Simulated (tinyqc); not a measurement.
Gamma, L and X subbands of a thin body with non-parabolic valleys, step by step. Values are carried at full precision from step to step, so a last printed digit may differ when a step is redone from the rounded ones.

Hard walls, flat band, c = hbar^2/2m0, energies from the bulk Gamma edge. For a valley at angle theta to the normal 1/m_z = cos^2/ml + sin^2/mt and m_d = sqrt(ml mt^2/m_z). Subband n starts at E_v + e with e (1 + a e) = c (n pi/t)^2/m_z, and its density-of-states mass is taken as m_d (1 + 2 a e), without further growth at higher in-plane energy. Groups are named by valley and degeneracy.

Constants: hbar^2/2m0 = 3.80998211 eV angstrom^2; kB = 8.617333262e-05 eV/K.

Parameters, chosen for this exercise (near those of a thin InAs channel; not measured data):
- face = 100 (surface)
- mG = 0.0256 m0 (Gamma mass)
- aG = 2.24 1/eV (Gamma non-parabolicity)
- EL = 0.688 eV (L edge above Gamma)
- mL = (0.63, 0.052) m0 (L valleys (four, along <111>): ml, mt)
- EX = 0.995 eV (X edge above Gamma)
- mX = (1.125, 0.161) m0 (X valleys (three, along <100>): ml, mt)
- aS = 0.42 1/eV (non-parabolicity of L and X)
- t = 44 angstrom (body thickness)
- Ns = 8.7 x 1e12/cm^2 (sheet density)
- T = 300 K (temperature)
- eot = 12 angstrom (equivalent oxide thickness)

## Valley groups

List degeneracy, edge, m_z, m_d and a.

Groups:
```
group  g  E_v (eV)     m_z     m_d  a (1/eV)
G1     1     0.000  0.0256  0.0256      2.24
L4     4     0.688  0.0749  0.1508      0.42
X1     1     0.995  1.1250  0.1610      0.42
X2     2     0.995  0.1610  0.4256      0.42
```

## Subband edges

n = 1 to 8 for each group; list the ten lowest.

Subbands:
```
subband  g  E (eV)  DOS mass
G1 n=1   1  0.4001    0.0715
L4 n=1   4  0.9239    0.1807
G1 n=2   1  0.9620    0.1359
X1 n=1   1  1.0121    0.1633
X1 n=2   1  1.0622    0.1701
X2 n=1   2  1.1101    0.4667
X1 n=3   1  1.1414    0.1808
X1 n=4   1  1.2450    0.1948
X1 n=5   1  1.3681    0.2115
X2 n=2   2  1.4065    0.5727
```

The lowest subband is G1 n=1, 524 meV below L4 n=1; in the bulk the lowest valley is Gamma.

## Filling and quantum capacitance

n_i = g m/(2 pi c) kB T ln(1 + exp((EF - E_i)/kB T)), sum n_i = Ns (1e12/cm^2 = 1e-4/angstrom^2), c = hbar^2/2m0. Quantum capacitance Cq = 1602.176634 sum g m/(2 pi c) f_i in microfarad/cm^2 with f_i = 1/(1 + exp((E_i - EF)/kB T)); Cox = 34.5313/eot (one gate); C/Cox = Cq/(Cq + Cox), the centroid term left out.

Over the ten listed subbands, named by valley (G, L, X), degeneracy and number.

EF = 0.6914 eV

n_i in the order of the list (1e12/cm^2): 8.699  0.001  0.000  0.000  0.000  0.000  0.000  0.000  0.000  0.000

Cq = 4.79 microfarad/cm^2
Cox = 2.878 microfarad/cm^2
C/Cox = 0.625

EF lies 291 meV above the lowest edge; Gamma holds 100 % of the electrons. The low density of states costs 38 % of the gate capacitance.

## Checks

- Cq against the slope dNs/dEF by finite differences, microfarad/cm^2: both 4.79.

(tinyqc, `OMP_NUM_THREADS=1 python tinyqc.py 1251238 1251239 out.jsonl`, Intel(R) Xeon(R) Processor @ 2.30GHz, 1 thread, shared host, about 0.02 s.)
